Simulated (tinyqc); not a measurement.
# Short-channel transistor, virtual-source model with series resistance, step by step

Computed by the program tinyqc: `OMP_NUM_THREADS=1 python tinyqc.py 2380028 2380029 out.jsonl`, one thread of a shared Intel Xeon 2.30GHz, about 0.01 s for the whole run. Printed values are rounded.

The current per gate width is the charge at the top of the source barrier (the virtual source) times its velocity times a saturation function; al and be are fitting constants of the model. Units: I in uA/um, Rs in ohm um, so I Rs = 1e-6 I Rs in volts; Q in uC/cm^2, so I = 1e-4 Q vx0 Fsat with vx0 in cm/s.

Inputs (values chosen for the exercise):
- T = 350 K (temperature)
- Cinv = 2.84 uF/cm^2 (inversion capacitance)
- vx0 = 1.07e7 cm/s (velocity at the virtual source)
- mu = 120 cm^2/(V s) (apparent mobility)
- L = 130 nm (channel length)
- VT0 = 0.321 V (threshold at zero drain voltage)
- dl = 0.148 V/V (drain-induced barrier lowering)
- n0 = 1.1 (subthreshold factor)
- nd = 0.2 1/V (growth of n with drain voltage)
- al = 3.5 (threshold shift (in units of Vt) from weak to strong inversion)
- be = 1.8 (sharpness of saturation)
- Rs = 250 ohm um (series resistance of each contact)
- Vgs = 0.6 V (gate voltage)
- Vds = 0.2 V (drain voltage)

Constants: q = 1.602176634e-19 C, kB = 1.380649e-23 J/K, Vt = kB T/q. Results are converted to the units shown.

## Iteration 1: current through the series resistance

I at the start = 0 uA/um

Intrinsic voltages Vg' = Vgs - I Rs, Vd' = Vds - 2 I Rs. n = n0 + nd Vd', VT = VT0 - dl Vd', Ff = 1/(1 + exp((Vg' - VT + al Vt/2)/(al Vt))), Q = Cinv n Vt ln(1 + exp((Vg' - VT + al Vt Ff)/(n Vt))), Vdsat = (vx0 L/mu)(1 - Ff) + Vt Ff, Fsat = u/(1 + u^be)^(1/be) with u = Vd'/Vdsat, and I(out) = Q vx0 Fsat per width. (Fsat takes the sign of u.) I(new) = I(out).

Vg' = 0.6 V
Vd' = 0.2 V
VT = 0.2914 V
Ff = 0.03157237
Q = 0.8859005 uC/cm^2
Vdsat = 1.123521 V
Fsat = 0.1737344
I(out) = 164.6852 uA/um
I after iteration 1 = 164.6852 uA/um

## Iteration 2: current through the series resistance

As before.

Vg' = 0.5588287 V
Vd' = 0.1176574 V
VT = 0.3035867 V
Ff = 0.05127446
Q = 0.7403031 uC/cm^2
Vdsat = 1.101277 V
Fsat = 0.1057921
I(out) = 83.80046 uA/um
I after iteration 2 = 83.80046 uA/um

## Course of the iteration: current through the series resistance

Stop when I changes by less than 1e-7 uA/um, or after 30 iterations.

Course of the iteration:
```
iteration,I (uA/um),|change| (uA/um)
1,164.6852,165
2,83.80046,80.9
3,121.2878,37.5
4,103.3697,17.9
5,111.8175,8.45
6,107.8080,4.01
7,109.7051,1.90
8,108.8061,0.899
9,109.2318,0.426
...,...,...
22,109.0950,2.57e-5
23,109.0950,1.22e-5
24,109.0950,5.76e-6
25,109.0950,2.73e-6
26,109.0950,1.29e-6
27,109.0950,6.12e-7
28,109.0950,2.90e-7
29,109.0950,1.37e-7
30,109.0950,6.51e-8
```

Converged in 30 iterations. At the end each change is about 0.47 times the one before, with alternating sign: linear convergence.

## What the series resistance costs

converged I = 109.0950 uA/um
I0 = 164.6852 uA/um

Intrinsic voltages Vg' = Vgs - I Rs, Vd' = Vds - 2 I Rs. n = n0 + nd Vd', VT = VT0 - dl Vd', Ff = 1/(1 + exp((Vg' - VT + al Vt/2)/(al Vt))), Q = Cinv n Vt ln(1 + exp((Vg' - VT + al Vt Ff)/(n Vt))), Vdsat = (vx0 L/mu)(1 - Ff) + Vt Ff, Fsat = u/(1 + u^be)^(1/be) with u = Vd'/Vdsat, and I = Q vx0 Fsat per width. I0 is the current for Rs = 0. Effective velocity I/Q; transit time L Q/I.

loss against I0 = 33.75546 %
effective velocity = 1.382467e6 cm/s
transit time = 9.403480 ps

The carriers leave the virtual source at 12.9 % of vx0: Vd' is not large against Vdsat.
